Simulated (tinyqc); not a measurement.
Avalanche multiplication and breakdown of a junction from ionisation integrals: one step, computed by the program tinyqc.

Ionisation coefficients follow the local field. Position x runs through the depletion layer from the p side (x = 0), where electrons enter, to the n side (x = w), where holes enter. The built-in voltage is neglected.

Problem. On-resistance of the drift layer. R_on = w/(e mu N) with w the width at breakdown; figure of merit V_B^2/R_on; for a triangular field it equals eps eps_0 mu F_m^3/4.

Inputs (values chosen for the exercise, modelled on InP): permittivity eps = 12.5; drift-layer mobility mu = 4700 cm^2/(V s); doping N of the lightly doped side = 1.1e+16 1/cm^3.

Junction: punch-through p+ n- n+.

width at breakdown = 1.4 micrometre

breakdown voltage = 59.33055 V

critical field F_m = 0.5352556 MV/cm

Constants: e = 1.602176634e-19 C; eps_0 = 8.8541878128e-12 F/m.

Give: specific on-resistance; V_B^2/R_on; eps eps_0 mu F_m^3/4.

Solution.

specific on-resistance = 0.016902 milliohm cm^2

V_B^2/R_on = 208.27 MW/cm^2

eps eps_0 mu F_m^3/4 = 199.43 MW/cm^2

The punch-through design reaches 1.04 times the triangular value at the same peak field; at fixed F_m the best ratio is 32/27 = 1.185.
